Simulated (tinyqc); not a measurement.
Correction of a charged-defect supercell by a model charge and potential alignment (plane-averaged potentials). Changing the share x of the charge in a wide tail. Computed by tinyqc, a small Python program. Command: `OMP_NUM_THREADS=1 python tinyqc.py 3111238 3111239 out.jsonl align sweep`. One thread of a shared host (Intel(R) Xeon(R) Processor @ 2.30GHz), about 0.02 s of CPU time with the checks.

The "true" defect charge is (1 - x) q in a Gaussian of width sigma plus x q in one of width sigma_t, so the exact answer is known; the correction sees only a single model Gaussian of width sigma_m. A Gaussian of width s has the transform rho(G) = exp(-G^2 s^2/2), normalised to 1. A uniform background cancels q, so G = 0 is left out. Potentials are those felt by a unit positive charge. E_0 is the formation energy of the isolated defect, E_cell its value in the supercell, E_lat = E_iso - E_per of the model charge, C the true less the model potential far from the defect; the exact correction is E_0 - E_cell, and the error of a scheme is E_cell plus its correction less E_0.

Inputs (values chosen for the exercise, with screening close to that of HfO2):
```
quantity                                     value      unit
defect charge q                                  2         e
dielectric constant eps                       21.6         -
edge of the cubic cell L                      11.8  angstrom
width sigma of the true defect charge         0.97  angstrom
width sigma_m of the model charge             0.85  angstrom
width sigma_t of the tail                      1.7  angstrom
formation energy of the isolated defect E_0   3.55        eV
```

Constants: e^2/(4 pi eps_0) = 14.39964548 eV angstrom.

Method:
- Periodic energy E_per = (2 pi q^2/(eps L^3)) (e^2/(4 pi eps_0)) sum_(G != 0) rho(G)^2/G^2, G = (2 pi/L)(n1, n2, n3), |n_i| <= 16. Isolated energy: two Gaussians of charges q_a, q_b and widths a, b interact by q_a q_b (e^2/(4 pi eps_0 eps)) sqrt(2/pi)/sqrt(a^2 + b^2), and the self-energy is half the sum over pairs.
- Supercell value E_cell = E_0 + E_per - E_iso for the true charge.
- E_lat = E_iso - E_per for the model charge; point-charge value alpha q^2 e^2/(4 pi eps_0 eps 2 L) with alpha = 2.837297.
- Plane-averaged potential at distance z from the defect: V(z) = (4 pi q/(eps L^3)) (e^2/(4 pi eps_0 e)) sum_(m != 0) rho(G_m) cos(G_m z)/G_m^2, G_m = 2 pi m/L, |m| <= 40.
- C = difference at z = L/2; E_corr = E_cell + E_lat - q C. For charges that have died out at L/2, C = (2 pi q/(eps L^3)) (e^2/(4 pi eps_0 e)) (<s^2> - sigma_m^2), <s^2> = (1 - x) sigma^2 + x sigma_t^2.

One run for each value; columns: (1) share x of the charge in a wide tail; (2) alignment C (V); (3) error without alignment (meV); (4) error with alignment (rounded to 1e-4 meV) (meV); (5) exact correction (eV):
```
(1)          (2)     (3)     (4)      (5)
0.000  0.0011136   2.227  0.0000  0.31100
0.071  0.0018172   3.638  0.0038  0.30958
0.140  0.0025011   5.010  0.0075  0.30821
0.210  0.0031949   6.401  0.0113  0.30682
0.290  0.0039878   7.991  0.0155  0.30523
0.360  0.0046815   9.382  0.0193  0.30384
0.430  0.0053753  10.774  0.0230  0.30245
0.500  0.0060691  12.165  0.0267  0.30106
```

Over the rows, alignment C (V) rises from 0.00111 to 0.00607; error without alignment (meV) rises from 2.23 to 12.2; error with alignment (rounded to 1e-4 meV) (meV) rises from 0 to 0.0267.
